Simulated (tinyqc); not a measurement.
# Changing the spin S

Model: Heisenberg magnet: exchange from energy differences, ordering vector, linear spin waves and ordering temperature. Computed by tinyqc, a small Python program. Command: `OMP_NUM_THREADS=1 python tinyqc.py 3006056 3006057 out.jsonl magnon sweep`. One thread of a shared host (Intel(R) Xeon(R) Processor @ 2.30GHz), about 0.3 s of CPU time with the checks.

H = -sum over pairs <ij> J_ij S_i.S_j - K sum_i (S_i^z)^2, each pair once, J > 0 ferromagnetic. First neighbours: 6 at a (1, 0, 0), second: 12 at a (1, 1, 0), with all permutations and signs.

Inputs (values chosen for the exercise, for a model magnet):
```
quantity                  value      unit
exchange J1              -0.783       meV
exchange J2               0.098       meV
single-ion anisotropy K  0.0056       meV
lattice constant a         4.73  angstrom
mesh divisions n             16         -
temperature T                31         K
```

Lattice: simple cubic. Order: Neel (nearest neighbours antiparallel).

Constants: k_B = 8.617333262e-05 eV/K.

Method:
- g_s(q) = sum over shell s of cos(q.R), z1 = g1(0). A(q) = S [-J1 g1(0) + J2 (g2(0) - g2(q))] + (2S - 1) K, B(q) = S J1 g1(q), E(q) = sqrt(A^2 - B^2). The factor 2S - 1 removes the anisotropy for S = 1/2.
- sum R_x^2 over the shells is s1 = 2 a^2 and s2 = 8 a^2. Without K, E = c q with c = S sqrt(z1 |J1| (|J1| s1 + J2 s2)); the gap is E(0) = sqrt(k (k + 2 S z1 |J1|)), k = (2S - 1) K.
- J(q) = J1 g1(q) + J2 g2(q), g_s(q) = sum over shell s of cos(q.R).
- Mesh: q = sum_i (m_i + 1/2)/n b_i, m_i = 0..n-1, b = [[1, 0, 0], [0, 1, 0], [0, 0, 1]] in 2 pi/a; <..> is the mean over the mesh.
- n = 1/(exp(E/(k_B T)) - 1); zero-point loss <A/(2E) - 1/2>, thermal loss <(A/E) n>; moment = S less the losses.
- K left out. Mean field: k_B T = S (S + 1) J(Q)/3 at the ordering vector Q; random-phase (Tyablikov): k_B T = [S (S + 1)/3] / <1/(J(Q) - J(q))>; Curie-Weiss theta = S (S + 1) J(0)/(3 k_B).

One run for each value:
```
spin S  mean-field ordering temperature (K)  spin-wave velocity c (meV angstrom)  zero-point loss  moment <S^z>
1.0                                   45.44                               15.716         0.052823        0.7196
1.5                                   85.21                               23.575         0.052707        1.3559
2.0                                  136.33                               31.433         0.052650        1.9045
2.5                                  198.81                               39.291         0.052616        2.4247
3.0                                  272.66                               47.149         0.052593        2.9342
```

Over the rows, mean-field ordering temperature (K) rises from 45.4 to 273 (exponent d ln y / d ln x 1.6 between the first rows and 1.7 between the last); spin-wave velocity c (meV angstrom) rises from 15.7 to 47.1 (exponent d ln y / d ln x about 1.00 throughout); zero-point loss falls from 0.05282 to 0.05259 (exponent d ln y / d ln x -0.0054 between the first rows and -0.0024 between the last). The exponent of spin-wave velocity c stays at 1: linear spin waves scale with S. The mean-field temperature goes as S (S + 1) and the spin-wave scale as S. Relative to S the zero-point loss falls from 5 to 1.8 %. Left out: 0.500 (T too near or above the ordering temperature). Left out: 3.50 (the mesh is too coarse for the thermal sum at this T).

Caution (rows 1.00): with so many magnons their interaction matters and linear theory fails. Caution (all rows): doubling the mesh changes the thermal sum by more than 3 %, so it is not fully converged.
